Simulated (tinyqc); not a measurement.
Worked calculation: standing waves and exposure in a photoresist film. Values are carried at full precision from step to step, so a last printed digit may differ when a step is redone from the rounded ones.

Normal incidence from air. Unexposed resist: N1 = n1 + i k1 with k1 = (A + B) lam/(4 pi), lam in micrometres. r01 = (1 - N1)/(1 + N1), t01 = 2/(1 + N1). Substrate Ns = ns + i ks: r12 = (N1 - Ns)/(N1 + Ns). With p = exp(2 pi i N1 d/lam), the field at depth z is E(z) = t01 [exp(2 pi i N1 z/lam) + r12 p^2 exp(-2 pi i N1 z/lam)]/(1 + r01 r12 p^2), the relative intensity I(z) = n1 |E(z)|^2 and the reflectance R = |(r01 + r12 p^2)/(1 + r01 r12 p^2)|^2.

Inputs chosen for the exercise (a resist on polySi, indices near tabulated ones; not measured data):
```
symbol  value  unit          meaning
lam     365    nm            vacuum wavelength
n1      1.67                 resist index
A       0.79   1/micrometre  bleachable absorption (Dill A)
B       0.09   1/micrometre  fixed absorption (Dill B)
d       647    nm            resist thickness
ns      4.83                 substrate n
ks      2.653                substrate k
C       0.023  cm^2/mJ       exposure rate (Dill C)
D       20     mJ/cm^2       incident dose
Ld      20     nm            diffusion length of the post-exposure bake
```

## Interface coefficients

Form N1, r01, t01 and r12.

N1 = 1.67000+0.02556i
r01 = -0.2510-0.0072i
t01 = 0.7490-0.0072i
r12 = -0.5580-0.1743i
|r12|^2 = 0.3417

Next to the bottom the intensity swings by a factor ((1 + |r12|)/(1 - |r12|))^2 = 14.5 between antinode and node.

## Round trip and reflectance

Form p^2, the denominator and R; the period of the standing wave is lam/(2 n1).

p^2 = 0.4967-0.2711i
1 + r01 r12 p^2 = 1.0819-0.0139i
R = 0.2857
period = 109.28 nm

The film holds 5.92 periods.

## Intensity and exposure over the lowest period

Nine depths from d - period to d. Without bleaching during the exposure the share of unexposed compound is m = exp(-C D I).

Profile:
```
z (nm)      I      m
537.7   0.134  0.940
551.4   0.166  0.927
565.0   0.473  0.805
578.7   0.872  0.669
592.4   1.128  0.595
606.0   1.088  0.606
619.7   0.773  0.701
633.3   0.366  0.845
647.0   0.102  0.954
```

I runs from 0.102 to 1.128 on these points, so m runs from 0.595 to 0.954; the least exposed point listed lies 0.0 nm above the bottom.

## Smoothing by the bake

Gaussian diffusion of length Ld multiplies a cosine of period L by exp(-2 pi^2 Ld^2/L^2). Give that factor, and the Ld that leaves 10 %.

factor = 0.516
Ld for 10 % = 37.32 nm

## Checks

- R against the transfer-matrix product: both 0.28565.
- Absorption (A + B) d times the mean of I against 1 - R - T: both 0.419.

tinyqc: `OMP_NUM_THREADS=1 python tinyqc.py 1681033 1681034 out.jsonl`; about 0.01 s, one thread, shared Intel(R) Xeon(R) Processor @ 2.30GHz.
